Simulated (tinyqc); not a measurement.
What moves the results: five-level k.p model folded onto the conduction band. A value that a table varies takes the place of the one given here.

For k along z and one spin sector the level c couples to four states. With c0 = hbar^2/2m0, P = sqrt(Ep c0), P2 = sqrt(Ep2 c0): diagonal Eg + (1 + Cm) c0 k^2 for c, and 0, -Dso, E7 + D2, E7 for lh, so, G8 up, G7 up (their own dispersion is left out); couplings of c: sqrt(2/3) P k to lh, sqrt(1/3) P k to so, sqrt(2/3) P2 k to G8 up, sqrt(1/3) P2 k to G7 up (phases chosen real).

Expanding E = H_cc + S(E) about Eg in powers of k^2, with s_n = sum_j H_cj^2/(Eg - H_jj)^n: order k^2: e2 = (1 + Cm) c0 k^2 + s1; order k^4: e4 = -s2 e2; order k^6: e6 = s3 e2^2 + s2^2 e2.

Second-order sums for the lowest conduction level at E: 1/m = 1 + Cm + (Ep/3)(2/E + 1/(E + Dso)) - (Ep2/3)(2/(E7 + D2 - E) + 1/(E7 - E)); g/2 = 1 + Cg - (Ep/3)(1/E - 1/(E + Dso)) - (Ep2/3)(1/(E7 - E) - 1/(E7 + D2 - E)). E is counted from the top of the valence band; E = Eg at the edge.

Constants: hbar^2/2m0 = 3.80998211 eV angstrom^2.

Parameters, chosen for this exercise (near those of CdTe; shifted at random, so the results belong to these values and not to a real crystal):
```
symbol  value  unit  meaning
Eg      1.603  eV    gap at Gamma to the s-like level
Dso     0.919  eV    spin-orbit splitting
Ep      18.8   eV    Kane energy
E7      5.32   eV    upper Gamma7 conduction level, from the valence top
D2      0.29   eV    its spin-orbit splitting, Gamma8 above Gamma7
Ep2     1.2    eV    Kane energy to the upper levels
Cm      -0.3         remote term in 1/m
Cg      0            remote term in g/2
```

## How far the series holds

Energies from Eg; Pk/Eg measures the coupling.

Levels (eV):
```
k (1/angstrom)  Pk/Eg  to k^2   to k^4   to k^6   exact
0.0284          0.150  0.0329   0.0323   0.0323  0.0323
0.0649          0.343  0.1716   0.1553   0.1585  0.1578
0.1015          0.536  0.4198   0.3219   0.3684  0.3515
0.1380          0.729  0.7761   0.4415   0.7349  0.5862
0.1745          0.921  1.2409   0.3855   1.5849  0.8455
0.2111          1.115  1.8161  -0.0160   3.7434  1.1195
0.2476          1.307  2.4984  -0.9688   8.8190  1.3997
0.2841          1.500  3.2892  -2.7206  19.6158  1.6811
```

Within 2 % of the exact level stay: the k^2 term up to Pk/Eg = 0.15, the sum to k^4 up to Pk/Eg = 0.34, the sum to k^6 up to Pk/Eg = 0.34. In the last row the errors are +1608, -4402 and +17935 meV: higher orders make it worse, since the series in k^2 converges only for Pk below about Eg/2 in the two-level limit E = Eg/2 + sqrt(Eg^2/4 + P^2 k^2).

## Mass and g factor above the band edge

The sums are evaluated at E = Eg + dE, as is done for confined or hot electrons.

Results:
```
dE (meV)    m(E)    g(E)  m(E)/m(Eg)  1 + dE/Eg
0         0.0935  -0.865      1.0000     1.0000
20        0.0945  -0.808      1.0111     1.0125
50        0.0961  -0.725      1.0277     1.0312
100       0.0987  -0.596      1.0555     1.0624
150       0.1013  -0.476      1.0831     1.0936
200       0.1038  -0.364      1.1107     1.1248
300       0.1090  -0.163      1.1659     1.1871
```

Over 300 meV the mass grows by 16.6 %, against 18.7 % for two levels alone, and g moves from -0.865 to -0.163, towards the free value 2.

## Six materials (three-level Kane formulas for mass and g factor)

1/m = 1 + (Ep/3)(2/Eg + 1/(Eg + Dso)), g = 2 - (2 Ep/3)(1/Eg - 1/(Eg + Dso)). The inputs are values chosen for the exercise.

Results:
```
case         Eg (eV)  Dso (eV)  Ep (eV)  m (m0)        g   Eg/Ep
A near InAs    0.409     0.385     21.5  0.0222  -14.993  0.0190
B near CdTe    1.581     0.897     19.1  0.0860   -0.915  0.0828
C near InSb    0.239     0.797     23.1  0.0137  -47.570  0.0103
D near GaSb    0.808     0.761     27.4  0.0340   -8.965  0.0295
E near GaAs    1.489     0.337     25.8  0.0579   -0.132  0.0577
F near GaP     2.882     0.081     31.4  0.0848    1.801  0.0918
```

The mass follows the gap: m/(Eg/Ep) lies between 0.92 and 1.33, while m itself spans a factor of 6.3. The order by mass differs from the order by gap. g is negative for A, B, C, D and E; it needs Ep Dso > 3 Eg (Eg + Dso). Where g is small, two larger terms cancel: 5 % in Ep moves g by (2 - g)/20, and the levels left out move it by tenths. Remote bands, left out here, make real masses heavier, by up to a half in the wider-gap crystals. All rows are for the Gamma valley, which is not the lowest one in GaP and Ge.

## What each parameter does

Mass and g at E = Eg. Each row changes one parameter from the base and keeps the others.

Results:
```
case             m (m0)        g
base            0.09349  -0.8646
Eg = 1.443 eV   0.08515  -1.3937
Dso = 1.011 eV  0.09426  -1.0396
Ep = 16.92 eV   0.10346  -0.5797
E7 = 4.788 eV   0.09392  -0.8700
D2 = 0.319 eV   0.09348  -0.8661
Ep2 = 1.08 eV   0.09322  -0.8631
```

The largest shifts from the base row, up to three for each result and ties (the steps differ in size, so this ranks the rows, not the parameters). m (m0): Ep +0.00997, Eg -0.00834, Dso +0.00077. g: Eg -0.5291, Ep +0.2849, Dso -0.1749.

Program tinyqc; command `OMP_NUM_THREADS=1 python tinyqc.py 1051269 1051270 out.jsonl`; about 0.01 s on one thread of a shared Intel(R) Xeon(R) Processor @ 2.30GHz.
